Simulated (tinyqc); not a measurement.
# Changing the ionised impurity density N_I

Model: scattering rates of a carrier in a spherical band by Fermi's golden rule. Computed by tinyqc, a small Python program. Command: `OMP_NUM_THREADS=1 python tinyqc.py 3016702 3016703 out.jsonl scatter sweep`. One thread of a shared host (Intel(R) Xeon(R) Processor @ 2.30GHz), about 0.01 s of CPU time with the checks.

All processes here are isotropic or elastic, and the rate listed is the momentum relaxation rate.

Inputs (values chosen for the exercise, modelled on electrons in silicon):
```
quantity                                          value       unit
density-of-states mass of one valley m            0.317        m_0
non-parabolicity alpha                             0.52       1/eV
static permittivity eps_s                          11.7          -
density rho                                        2329     kg/m^3
sound velocity v_l                                 8860        m/s
acoustic deformation potential D_A                  8.9         eV
phonon energy hbar w                               62.1        meV
optical or intervalley deformation potential D_o    4.9  1e8 eV/cm
final valleys Z_f                                     5          -
temperature T                                       200          K
carrier energy E                                    260        meV
```

Crystal: non-polar. Band: Kane. Impurity formula: Brooks-Herring. Further scattering: none.

Constants: k_B = 8.617333262e-05 eV/K; eps_0 = 8.8541878128e-12 F/m; k_B = 1.380649e-23 J/K; e = 1.602176634e-19 C; m_0 = 9.1093837015e-31 kg; hbar = 1.054571817e-34 J s; hbar = 6.582119569e-16 eV s.

Method:
- Phonon occupation N_q = 1/(exp(hbar w/(k_B T)) - 1).
- Debye screening by free carriers of density N_I: L_s = sqrt(eps_s eps_0 k_B T/(e^2 N_I)).
- Kane band: hbar^2 k^2/(2 m) = E (1 + alpha E), speed v = hbar k/(m (1 + 2 alpha E)), states per spin, volume and energy g(E) = m k (1 + 2 alpha E)/(2 pi^2 hbar^2); overlap factors are set to 1. Masses are multiplied by m_0 and all formulas are in SI units.
- Singly charged impurities, momentum relaxation: 1/tau = N_I e^4 m (1 + 2 alpha E) Phi/(8 pi (eps_s eps_0)^2 hbar^3 k^3), with alpha = 0 for a parabolic band.
- Brooks-Herring: Phi = ln(1 + b) - b/(1 + b), b = 4 k^2 L_s^2.
- Acoustic deformation potential (elastic, equipartition, absorption and emission together): 1/tau = 2 pi k_B T D_A^2 g(E)/(hbar rho v_l^2).
- Optical or intervalley deformation potential: 1/tau = (pi Z_f D_o^2/(rho w)) [N_q g(E + hbar w) + (N_q + 1) g(E - hbar w)], with g = 0 below the band edge.
- Rates add: 1/tau_m is the sum, and the mean free path is v tau_m.

One run for each value; columns: (1) ionised impurity density N_I (1/cm^3); (2) ionised-impurity rate (1/s); (3) momentum relaxation time tau_m (fs); (4) mean free path (nm); (5) b:
```
(1)             (2)    (3)    (4)        (5)
1.00e+14  2.563e+08  67.31  30.32  1.095e+06
4.20e+14  9.567e+08  67.31  30.32  2.606e+05
1.80e+15  3.580e+09  67.30  30.32  6.081e+04
7.50e+15  1.279e+10  67.25  30.30  1.460e+04
3.20e+16  4.536e+10  67.11  30.23  3.421e+03
1.30e+17  1.481e+11  66.65  30.02  8.420e+02
5.60e+17  4.766e+11  65.22  29.38  1.955e+02
2.40e+18  1.365e+12  61.65  27.77  4.561e+01
1.00e+19  3.106e+12  55.67  25.08  1.095e+01
```

Over the rows, ionised-impurity rate (1/s) rises from 2.56e8 to 3.11e12 (exponent d ln y / d ln x 0.92 between the first rows and 0.58 between the last); momentum relaxation time tau_m (fs) falls from 67.3 to 55.7; mean free path (nm) falls from 30.3 to 25.1. The impurity rate grows more slowly than N_I because Phi shrinks as the screening length does: the rate per impurity falls by a factor 8.25 over the table.

Caution (rows 2.40e18, 1.00e19): the doping exceeds half the effective density of states of one valley, so Debye screening (where used) and free final states are rough assumptions.
